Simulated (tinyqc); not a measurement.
What moves the results: fitting sp3s* parameters to three gaps by Newton steps. A value that a table varies takes the place of the one given here.

sp3s* tight binding, nearest neighbours only: anion (a) at 0, cation (c) at a/4 (1,1,1), orbitals s, px, py, pz, s* on each; k in units of 2 pi/a. With phases e_j = exp(i (pi/2) k.n_j) for n = (1,1,1), (1,-1,-1), (-1,1,-1), (-1,-1,1): g0 = (e1+e2+e3+e4)/4, g1 = (e1+e2-e3-e4)/4, g2 = (e1-e2+e3-e4)/4, g3 = (e1-e2-e3+e4)/4. The diagonal holds the levels Esa, Epa, Exa (s*) and Esc, Epc, Exc. Anion-cation block: <sa|sc> = Vss g0; <sa|xc> = Vsapc g1; <xa|sc> = -Vscpa g1; <xa|xc> = Vxx g0; <xa|yc> = <ya|xc> = Vxy g3, <xa|zc> = <za|xc> = Vxy g2, <ya|zc> = <za|yc> = Vxy g1; <s*a|xc> = Vxapc g1; <xa|s*c> = -Vpaxc g1; y and z take g2 and g3 in place of g1; s-s* and s*-s* vanish.

Gaps are level 5 at Gamma, X = (1,0,0) and L = (1/2,1/2,1/2) less level 4 at Gamma; no spin-orbit coupling. Free parameters: Vss, Exa and Exc. H is linear in them, so by Hellmann-Feynman J_ij = <u|dH/dp_j|u> for level 5 at point i less the same for level 4 at Gamma. Newton: p(new) = p + J^-1 (target - gaps); stop when all misses are below 1e-7 eV.

Constants: hbar^2/2m0 = 3.80998211 eV angstrom^2.

Parameters, chosen for this exercise (out of a larger set: near a published set for GaAs, fitted to gaps, whose masses and valley positions are rough; not measured data): p = (-8.404, 1.049, -2.673, 3.645, 8.644, 6.691, -6.469, 1.97, 5.057, 4.467, 5.818, 4.854, 4.811) eV (start, order Esa, Epa, Esc, Epc, Exa, Exc, Vss, Vxx, Vxy, Vsapc, Vscpa, Vxapc, Vpaxc); tg = (1.2821, 2.1062, 1.6476) eV (target gaps at Gamma, X, L); a = 5.654 angstrom (lattice constant).

## Equal gaps, different models

The same three targets are met with other triples of free parameters (those for which Newton converges within 3 eV of the start). Not fitted: level 5 at K = (3/4,3/4,0) above Ev, the spacing of levels 6 and 5 at X, the depth of level 2 at X below Ev, the valence width at Gamma, and the mass c q^2/(E(q) - E(0)) of level 5 along [100], q = 0.002 (2 pi/a), c = hbar^2/2m0.

Unfitted results:

| free parameters | largest change (eV) | K (eV) | X spacing (eV) | level 2 at X (eV) | valence width (eV) | mass (m0) |
|---|---|---|---|---|---|---|
| start | 0.000 | 1.981 | 0.370 | 7.525 | 12.602 | 0.1177 |
| Vss, Vxapc, Vpaxc | 0.293 | 2.029 | 0.260 | 7.536 | 12.335 | 0.0934 |
| Esc, Vxapc, Vpaxc | 0.544 | 2.056 | 0.501 | 7.615 | 12.718 | 0.0951 |
| Vss, Vsapc, Vpaxc | 0.293 | 2.005 | 0.136 | 7.591 | 12.335 | 0.0917 |
| Esa, Vxapc, Vscpa | 0.940 | 2.040 | 0.339 | 7.603 | 13.274 | 0.0907 |
| Vss, Exa, Exc | 0.293 | 2.030 | 0.264 | 7.528 | 12.335 | 0.0934 |
| Esc, Vsapc, Exc | 0.731 | 2.045 | 0.386 | 7.714 | 12.718 | 0.0934 |

All fitted rows have the same three gaps, yet they spread by 51 meV at K, 364 meV in the X spacing, 187 meV in level 2 at X, 940 meV in the valence width and 4.7 % in the mass. The smallest change of parameters, 0.293 eV, is that of Vss, Vxapc, Vpaxc; Vss, Vsapc, Vpaxc; Vss, Exa, Exc. A fit fixes what it was given and leaves the rest to the choice of free parameters.

## How errors in the targets pass to the parameters

J:
```
            Vss      Exa      Exc
Gamma  -0.91431  0.00000  0.00000
X       0.00000  0.31135  0.00000
L      -0.24073  0.08309  0.06091
```

The gaps at Gamma, X and L of an sp3s* model are fitted with Vss, Exa and Exc; J holds the derivatives of the gaps by these parameters at the start. The change of each parameter for +10 meV on one target is 10 J^-1, in meV.

Shifts (meV):

| target raised | Vss | Exa | Exc |
|---|---|---|---|
| Gamma | -10.9 | 0.0 | -43.2 |
| X | 0.0 | 32.1 | -43.8 |
| L | 0.0 | 0.0 | 164.2 |

root sum of squares (meV): Vss 10.9, Exa 32.1, Exc 175.3

Independent errors of 10 meV leave Exc least certain (175 meV) and Vss best fixed (10.9 meV). The largest single entry, 164 meV, comes from the target at L.

Program tinyqc; command `OMP_NUM_THREADS=1 python tinyqc.py 1481031 1481032 out.jsonl`; about 0.1 s on one thread of a shared Intel(R) Xeon(R) Processor @ 2.30GHz.
